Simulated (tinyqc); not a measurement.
Well width from the intersubband spacing.

Inverse problem. In an empty well of width L and depth Vb, level k solves kw L/2 = (k - 1) pi/2 + arctan(sqrt((mw/mb)(Vb - E)/E)) with kw = sqrt(mw E/C), C = hbar^2/(2 m0). Find L, E1 and E2 from the spacing.

Inputs (values chosen for the exercise); material values close to those of GaN in AlGaN:
- mw = 0.202 m0 (mass along z in the well)
- mb = 0.255 m0 (mass along z in the barriers)
- Vb = 0.397 eV (barrier height)

Constants: q = 1.602176634e-19 C, hbar = 1.054571817e-34 J s, m0 = 9.1093837015e-31 kg, hbar^2/(2 m0) = 0.0380998212 eV nm^2. Results are converted to the units shown.

E2 - E1 = 25.280628 meV

Answer. Both levels are solved for trial widths until their difference matches. A second level is bound only for L above 2.17 nm, and over that range one width gives this spacing.

L = 13.3 nm
E1 = 8.44 meV
E2 = 33.7 meV

Program tinyqc, `OMP_NUM_THREADS=1 python tinyqc.py 2140124 2140125 out.jsonl`; Intel Xeon 2.30GHz, shared host, one thread, about 0.3 s.
